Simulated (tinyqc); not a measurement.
Gap voltage and exponent from three temperatures.

Question. At constant current VBE(T) = Vg0 - a T - eta (kB T/q) ln T, where a is a constant. Find Vg0, eta and dVBE/dT at the middle temperature.

Constants: q = 1.602176634e-19 C, kB = 1.380649e-23 J/K. Results are converted to the units shown.

T (K): [273, 300, 330]
VBE at a constant current (V): [0.7800125756, 0.7336864176, 0.6814529601]

Solution. The relation is linear in Vg0, a and eta, so three points give a linear system; the slope is (VBE - Vg0 - eta kB T/q)/T. eta rests on the curvature of VBE(T) alone, so real fits need accuracy of some tens of microvolts or better.

Vg0 = 1.17 V
eta = 3.10
dVBE/dT = -1.73 mV/K

Computed by the program tinyqc: `OMP_NUM_THREADS=1 python tinyqc.py 2062076 2062077 out.jsonl`, one thread of a shared Intel Xeon 2.30GHz, about 0.02 s for the whole run.
